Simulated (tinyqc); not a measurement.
Four-point probe, van der Pauw, Hall and spreading-resistance readings of a semiconductor layer: one step, computed by the program tinyqc. Command: `OMP_NUM_THREADS=1 python tinyqc.py 3112060 3112061 out.jsonl probe walk`. One thread of a shared host (Intel(R) Xeon(R) Processor @ 2.30GHz), about 0.01 s of CPU time with the checks.

The layer is uniform and ohmic; contacts are points unless a radius is given.

Problem. Four-point voltage. Collinear probes with equal spacing on a layer with insulating backing: images at depth 2 m t give V = (rho I/(2 pi s)) G, G = 1 + 4 sum_(m>=1) [1/sqrt(1 + (2 m u)^2) - 1/sqrt(4 + (2 m u)^2)], u = t/s; the sum runs to m = 20000, with the tail 3/(32 u^3 M^2) added to the sum for M = 20000. Limits: thick, rho = 2 pi s V/I; thin on an insulator, rho = (pi/ln 2) t V/I.

Inputs (values chosen for the exercise, modelled on p-type silicon): layer thickness t = 160 micrometre; probe spacing s = 0.635 mm; current I = 0.1 mA.

Backing of the layer: insulating.

resistivity rho = 0.8717191 ohm cm

Give: t/s; G; voltage V; rho by the thick formula; rho by the thin formula.

Solution.

t/s = 0.25197

G = 5.5019

voltage V = 1.2021 mV

rho by the thick formula = 4.7961 ohm cm

rho by the thin formula = 0.87172 ohm cm

The thick formula is off by +450.2 % and the thin one by 0.0 %.
